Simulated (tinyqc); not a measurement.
Capacitance measurement on a leaky thin oxide: effects of series resistance and leakage: one step of the calculation.

The device is a capacitance C in parallel with a leakage conductance G, in series with Rs and Ls. An impedance meter reports either a parallel pair (Cp, Gp) from Y = 1/Z = Gp + i w Cp or a series pair (Cs, Rm) from Z = Rm + 1/(i w Cs); w = 2 pi f, dissipation D = Gp/(w |Cp|).

Problem. True capacitance and conductance. EOT = 3.9 tox/eox; CET = EOT + zc + zp; C = 3.9 eps0 A/CET; G = Jg A/Vs.

Values chosen for this exercise; values of the order met in thin-oxide MOS capacitors: relative permittivity of the gate insulator (close to aluminium oxide) eox = 9.21; insulator thickness tox = 4 nm; gate area A = 2500 um^2; oxide-equivalent thickness added by the accumulation layer zc = 0.44 nm; oxide-equivalent thickness added by gate depletion zp = 0 nm; gate leakage current density, not matched to the thickness Jg = 0.0042 A/cm^2; voltage for an e-fold rise of the leakage Vs = 0.21 V.

Constants: eps0 = 8.8541878128e-14 F/cm where lengths are in cm. Results are converted to the units shown.

Wanted: EOT; CET; C; G.

Solution.

EOT = 1.6938 nm
CET = 2.1338 nm
C = 40.457 pF
G = 0.50000 uS

tinyqc, about 0.01 s, one thread, Intel Xeon 2.30GHz (shared host): `OMP_NUM_THREADS=1 python tinyqc.py 2022122 2022123 out.jsonl`
